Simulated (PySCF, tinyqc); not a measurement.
Inside a calculation. Method: RHF in the sto-3g basis, for H4, spin multiplicity 1. The lowest restricted solution is unstable here: a spin-polarised one lies 0.1156 hartree lower (PySCF). One step of it, computed by the program tinyqc.

Problem. Iteration 2: building the Fock matrix. J_ij = sum D_kl (ij|kl), K_ij = sum D_kl (ik|jl); F = H + J - 0.5 K; E = tr D H + tr D J / 2 - 0.25 tr D K + E_nn.

D after iteration 1:
```
           1H 1s      2H 1s      3H 1s      4H 1s
1H 1s   1.063654   0.758394  -0.004236  -0.188296
2H 1s   0.758394   0.557149   0.092590  -0.004236
3H 1s  -0.004236   0.092590   0.557149   0.758394
4H 1s  -0.188296  -0.004236   0.758394   1.063654
```

core Hamiltonian H = T + V (hartree):
```
           1H 1s      2H 1s      3H 1s      4H 1s
1H 1s  -1.071551  -0.381446  -0.015257  -0.000324
2H 1s  -0.381446  -1.251432  -0.252693  -0.015257
3H 1s  -0.015257  -0.252693  -1.251432  -0.381446
4H 1s  -0.000324  -0.015257  -0.381446  -1.071551
```

Two-electron integrals (ij|kl) in chemists' order, unique and non-zero (hartree):
```
(11|11) 0.774606   (21|11) 0.127407   (21|21) 0.032552   (22|11) 0.336686
(22|21) 0.127407   (22|22) 0.774606   (31|11) 0.002511   (31|21) 0.000808
(31|22) 0.004206   (31|31) 0.000028   (32|11) 0.033853   (32|21) 0.011984
(32|22) 0.075168   (32|31) 0.000530   (32|32) 0.012551   (33|11) 0.156282
(33|21) 0.049533   (33|22) 0.285702   (33|31) 0.002511   (33|32) 0.075168
(33|33) 0.774606   (41|11) 0.000029   (41|21) 0.000010   (41|22) 0.000059
(41|31) 4.30e-07   (41|32) 0.000010   (41|33) 0.000059   (41|41) 8.09e-09
(42|11) 0.001304   (42|21) 0.000425   (42|22) 0.002511   (42|31) 0.000020
(42|32) 0.000530   (42|33) 0.004206   (42|41) 4.30e-07   (42|42) 0.000028
(43|11) 0.030829   (43|21) 0.009241   (43|22) 0.049533   (43|31) 0.000425
(43|32) 0.011984   (43|33) 0.127407   (43|41) 0.000010   (43|42) 0.000808
(43|43) 0.032552   (44|11) 0.107316   (44|21) 0.030829   (44|22) 0.156282
(44|31) 0.001304   (44|32) 0.033853   (44|33) 0.336686   (44|41) 0.000029
(44|42) 0.002511   (44|43) 0.127407   (44|44) 0.774606
```

nuclear repulsion = 1.39234330 hartree

Give: Coulomb J; exchange K; Fock matrix F; total energy of this density.

Solution.

Coulomb J (hartree):
```
        1H 1s   2H 1s   3H 1s   4H 1s
1H 1s  1.4590  0.3325  0.0098  0.0002
2H 1s  0.3325  1.3973  0.1944  0.0098
3H 1s  0.0098  0.1944  1.3973  0.3325
4H 1s  0.0002  0.0098  0.3325  1.4590
```

exchange K (hartree):
```
         1H 1s   2H 1s   3H 1s    4H 1s
1H 1s   1.0354  0.4880  0.0355  -0.0171
2H 1s   0.4880  0.6809  0.1355   0.0355
3H 1s   0.0355  0.1355  0.6809   0.4880
4H 1s  -0.0171  0.0355  0.4880   1.0354
```

Fock matrix F (hartree):
```
         1H 1s    2H 1s    3H 1s    4H 1s
1H 1s  -0.1303  -0.2929  -0.0233   0.0084
2H 1s  -0.2929  -0.1946  -0.1260  -0.0233
3H 1s  -0.0233  -0.1260  -0.1946  -0.2929
4H 1s   0.0084  -0.0233  -0.2929  -0.1303
```

total energy of this density = -1.750806 hartree
